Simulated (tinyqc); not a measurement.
# Out-diffusion of a doped substrate or buried layer into a growing epitaxial film, step by step

A worked calculation. Computed by tinyqc, a small Python program that keeps every step. Command: `OMP_NUM_THREADS=1 python tinyqc.py 3011048 3011049 out.jsonl buried walk`. One thread of a shared host (Intel(R) Xeon(R) Processor @ 2.30GHz), about 0.01 s of CPU time with the checks. Intermediate numbers are printed to about 5 digits and carried at full precision; extremes and crossings named in words are read from the listed rows.

x is counted from the original substrate surface into the film, whose surface moves as x = v t. Substrate dopant has one diffusivity; the dopant of the film is taken as uniform.

Inputs (values chosen for the exercise, modelled on boron in silicon): prefactor D0 = 0.97 cm^2/s; activation energy E = 3.51 eV; substrate concentration C_s = 1.5e+18 1/cm^3; film doping C_e = 2.4e+16 1/cm^3; growth rate v = 0.25 um/min; film thickness d = 1.2 um; growth temperature T = 1050 C; autodoping level at the start, as a share of C_s = 5e-05; decay length of autodoping = 0.71 um; later thermal budget (Dt)2 = 7.7e-10 cm^2.

Film doping: same type as the substrate.

Constants: k_B = 8.617333262e-05 eV/K.

## Scales

D = D0 exp(-E/(k_B T)); growth time t = d/v; l = 2 sqrt(D t); growth number G = v t/l = d/l; 1 um = 1e-4 cm. Temperatures in kelvin are T(C) + 273.15.

diffusivity D = 4.1443e-14 cm^2/s

growth time t = 4.8 min

length l = 0.069096 um

growth number G = 17.367

The surface outruns diffusion, so the film acts as an infinite medium.

## Moving boundary against the simple erfc

For a surface that grows from dopant-free material and loses none by evaporation, with u = x/l and s = G - u: C/C_s = (1/2) [erfc(u) + (1 + 4 G (G + s)) exp(4 G s) erfc(G + s) - (4G/sqrt(pi)) exp(-u^2)]; for large G it tends to (1/2) erfc(u). Early in the growth G = sqrt(v x_s/(4 D)) for the thickness x_s reached so far; rows give C at the interface (u = 0) and at the surface (u = G).

The first stage of growth:
```
G     C/C_s at the interface  C at the surface (1/cm^3)  simple erfc there (1/cm^3)   ratio  thickness x_s (nm)
0.10                 0.82403                 1.1904e+18                  6.6565e+17  1.7883          3.9785e-02
0.25                 0.67967                 8.2369e+17                  5.4276e+17  1.5176          2.4866e-01
0.50                 0.57719                 4.1979e+17                  3.5963e+17  1.1673          9.9462e-01
0.75                 0.53808                 1.9739e+17                  2.1663e+17  0.9112          2.2379e+00
1.00                 0.52090                 8.5185e+16                  1.1797e+17  0.7221          3.9785e+00
1.50                 0.50794                 1.2039e+16                  2.5421e+16  0.4736          8.9516e+00
2.00                 0.50373                 1.1485e+15                  3.5083e+15  0.3274          1.5914e+01
2.50                 0.50202                 7.2212e+13                  3.0521e+14  0.2366          2.4866e+01
3.00                 0.50121                 2.9404e+12                  1.6568e+13  0.1775          3.5806e+01
```

At the interface the value falls from 0.824 towards 1/2 as G grows; among these rows it is within 1 % of 1/2 from G = 2 on. At the surface the ratio to the simple erfc goes from 1.788 to 0.177: a fixed wall would double the value, while fresh undoped material dilutes a fast-moving surface. The surface value drops below C_e = 2.4e16 by the row at 8.95 nm; the finished film has G = 17.4. Caution: rows with a thickness or a length l = x_s/G below about 1 nm are formal for a continuum model.

## Transition width

After growth and the later budget: l2 = 2 sqrt(D t + (Dt)2); C(x) = (C_s/2) erfc(x/l2) + share x C_s exp(-x/decay length) for x > 0 (autodoping taken as unchanged by the later budget). The transition x_t solves C(x) = C_e, where the total doping is twice the intended value. Usable film = d - x_t. Also give x_t for the erfc term alone, after growth and after the later budget.

length l2 = 0.55926 um

x_t after growth, erfc alone = 0.10477 um

x_t after the later budget, erfc alone = 0.84802 um

x_t with autodoping = 0.84817 um

usable film = 0.35183 um

Solid-state diffusion sets the transition. The later budget is 65 times that of the growth.

## Profile in the film

Positions are 0.05, 0.2, 0.4, 0.6, 0.8, 1, 1.25 and 1.5 of x_t with autodoping (any beyond the film thickness are formal); net doping = C + C_e.

Concentrations (1/cm^3):
```
x/x_t  x (um)   diffusion  autodoping  net doping
0.05   0.0424  6.8595e+17  7.0651e+13  7.1002e+17
0.20   0.1696  5.0097e+17  5.9061e+13  5.2502e+17
0.40   0.3393  2.9320e+17  4.6509e+13  3.1725e+17
0.60   0.5089  1.4860e+17  3.6625e+13  1.7264e+17
0.80   0.6785  6.4645e+16  2.8841e+13  8.8674e+16
1.00   0.8482  2.3977e+16  2.2712e+13  4.8000e+16
1.25   1.0602  5.5054e+15  1.6848e+13  2.9522e+16
1.50   1.2723  9.7092e+14  1.2498e+13  2.4983e+16
```

Checks made by the program: conservation of dopant by the moving-boundary solution (relative difference below 1e-10).
